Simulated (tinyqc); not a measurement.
# Leakage through a gate insulator: direct, Fowler-Nordheim, trap-assisted and Poole-Frenkel currents, step by step

A worked calculation. Computed by tinyqc, a small Python program that keeps every step. Command: `OMP_NUM_THREADS=1 python tinyqc.py 3005366 3005367 out.jsonl oxideleak walk`. One thread of a shared host (Intel(R) Xeon(R) Processor @ 2.30GHz), about 0.01 s of CPU time with the checks. Intermediate numbers are printed to about 7 digits and carried at full precision; extremes and crossings named in words are read from the listed rows.

Electrons enter from the cathode Fermi level at x = 0; the conduction band of the insulator lies phi_b - e F x above it, F = V/t. WKB exponents use a parabolic band with mass m.

Inputs (values chosen for the exercise, with an insulator like Si3N4):
```
quantity                          value   unit
thickness t                         2.8     nm
barrier phi_b                       2.2     eV
tunnelling mass m                  0.42    m_0
static constant eps_ox             7.26      -
optical constant eps_opt           3.99      -
voltage across the insulator V      1.8      V
trap depth phi_t                    1.7     eV
trap density N_t                2.4e+17  cm^-3
attempt rate nu_0                 2e+13    1/s
activation of capture E_a          0.32     eV
temperature T                       250      K
```

Constants: hbar^2/(2 m_0) = 3.80998212 eV angstrom^2; e = 1.602176634e-19 C; hbar = 1.054571817e-34 J s; k_B = 8.617333262e-05 eV/K; eps_0 = 8.8541878128e-12 F/m.

## Field and tunnelling without traps

For a level a distance phi(x) below the band, the WKB exponent is 2 int kappa dx with kappa = sqrt(m phi/(hbar^2/2m_0)); for a linear barrier from phi_1 down to phi_2 = max(phi_1 - e F d, 0) it is G = (4/3) sqrt(m/(hbar^2/2m_0)) (phi_1^(3/2) - phi_2^(3/2))/(e F). J_tun = e^3 F^2/(16 pi^2 hbar m phi_b) x exp(-G) / [1 - sqrt(phi_2/phi_b)]^2 with the free-electron mass in the cathode (m in m_0), phi_2 = max(phi_b - e V, 0): direct tunnelling for e V < phi_b, Fowler-Nordheim above. Image forces, back-flow and the limit on supply are left out, so J_tun is overstated below about 0.5 V. Equivalent oxide thickness = 3.9 t/eps_ox.

field F = 6.428571 MV/cm

equivalent oxide thickness = 1.504132 nm

WKB exponent G = 20.72883

tunnelling current J_tun = 0.2083759 A/cm^2

The barrier is a trapezoid: direct tunnelling.

## One trap at several depths

A trap at depth x lies phi_t below the band. Capture: tunnel at the cathode Fermi level from 0 to x (G_in from phi_1 = phi_b), rate nu_0 exp(-G_in - E_c/k_B T) with E_c = E_a + max(phi_b - phi_t - e F x, 0), the last term being the height of the trap above the cathode Fermi level. Emission: tunnel from the trap level to the anode (G_out from phi_1 = phi_t over t - x), rate nu_0 exp(-G_out - E_a/k_B T). Re-emission to the cathode follows from detailed balance, rate_back = rate_in exp(dE/k_B T) with dE = phi_b - phi_t - e F x. Each trap passes R = rate_in rate_out/(rate_in + rate_back + rate_out) electrons per second; filling from the anode is left out. Depths: t times 0.08, 0.2, 0.32, 0.44, 0.56, 0.68, 0.8 and 0.92, rounded to 0.01 nm.

Rates:
```
x (nm)      G_in     G_out   E_c (eV)  rate in (1/s)  rate back (1/s)  rate out (1/s)       R (1/s)
0.22     2.13164  15.20567  0.6785714   4.964491e-02     8.401495e+05    1.763505e+00  1.042063e-07
0.56     5.28339  14.35078  0.4600000   5.411149e+01     3.593894e+04    4.146174e+00  6.232587e-03
0.90     8.25309  12.98388  0.3200000   1.844340e+03     4.807405e+01    1.626624e+01  1.571792e+01
1.23    10.95006  11.31066  0.3200000   1.243262e+02     1.714038e-04    8.668756e+01  5.107499e+01
1.57    13.52351   9.29286  0.3200000   9.482601e+00     5.130732e-10    6.520428e+02  9.346673e+00
1.90    15.80478   7.08578  0.3200000   9.686872e-01     2.772194e-15    5.926522e+03  9.685289e-01
2.24    17.90840   4.58193  0.3200000   1.181939e-01     1.327483e-20    7.247811e+04  1.181937e-01
2.58    19.72749   1.86458  0.3200000   1.916791e-02     8.448950e-26    1.097333e+06  1.916791e-02
```

The most effective of these traps sits at 1.23 nm, 44 % of the way; where rate back exceeds rate out, re-emission drains the trap, and elsewhere the slower forward step limits R; the best depth is near where rate in and rate out cross.

## Trap-assisted current

J_TAT = e N_t int_0^t R dx by the midpoint rule on 400 intervals; the most effective depth is the midpoint with the largest R, rounded to 0.01 nm.

trap-assisted current J_TAT = 9.341772e-08 A/cm^2

most effective depth = 1.23 nm

## Poole-Frenkel bound

Poole-Frenkel emission over the lowered barrier of a charged trap: lowering sqrt(e F/(pi eps_opt eps_0)); J_PF = e N_t^(2/3) nu_0 exp(-(phi_t - lowering)/k_B T), one sheet of traps emitting with supply unlimited (an upper bound).

barrier lowering = 0.9633335 eV

Poole-Frenkel bound J_PF = 1.745846e-09 A/cm^2

Caution: the film is too thin for the Poole-Frenkel picture (the lowering is a large part of the whole drop, or the traps are further apart than the film is thick), so J_PF is only nominal.

## Total without and with traps

J = J_tun + J_TAT (the Poole-Frenkel bound is not added); the ratio J/J_tun is the excess that stress-made traps add.

total current J = 0.2083760 A/cm^2

J/J_tun = 1.000000

## Against voltage

The formulas are those given above.

Currents:
```
V (V)  F (MV/cm)  J_tun (A/cm^2)  J_TAT (A/cm^2)  best depth (nm)
0.34     1.21429    1.195639e-03    3.367389e-15             1.38
0.68     2.42857    3.475635e-03    6.435684e-11             2.05
1.02     3.64286    1.079615e-02    1.237410e-08             1.38
1.36     4.85714    3.645188e-02    4.471088e-08             1.26
1.71     6.10714    1.431256e-01    8.096191e-08             1.24
2.05     7.32143    6.280018e-01    1.422760e-07             1.21
2.39     8.53571    5.430634e+00    2.992559e-07             1.15
2.74     9.78571    6.200253e+01    8.725005e-07             0.64
3.08    11.00000    3.996876e+02    2.340281e-06             0.56
```

Tunnelling without traps rules in every row. Over the range J_tun grows by 5.5 decades and J_TAT by 8.8. The highest rows may lie beyond breakdown. Below about 0.5 V the formula for J_tun, which has no back-flow, overstates the current.

## Against thickness at fixed field

The formulas are those given above.

Currents:
```
t (nm)     V (V)  J_tun (A/cm^2)  J_TAT (A/cm^2)
1.2     0.771429    4.069976e+04    3.157624e-06
1.6     1.028571    1.017635e+03    2.368631e-06
2.2     1.414286    8.976108e+00    5.612714e-07
3.0     1.928571    7.554992e-02    5.290871e-08
4.0     2.571429    1.200803e-02    7.653386e-09
5.5     3.535714    1.200803e-02    6.748813e-09
7.5     4.821429    1.200803e-02    6.758291e-09
10.0    6.428571    1.200803e-02    6.770138e-09
```

Between the first rows J_tun falls by 4.00 decades per nm. From t = phi_b/(e F) = 3.42 nm it stops changing, since a triangular barrier does not feel the thickness. J_TAT stays below J_tun at all these thicknesses.

Checks made by the program: the WKB exponent by quadrature (relative difference below 1e-10); the integral with twice the points (relative difference 6e-09).
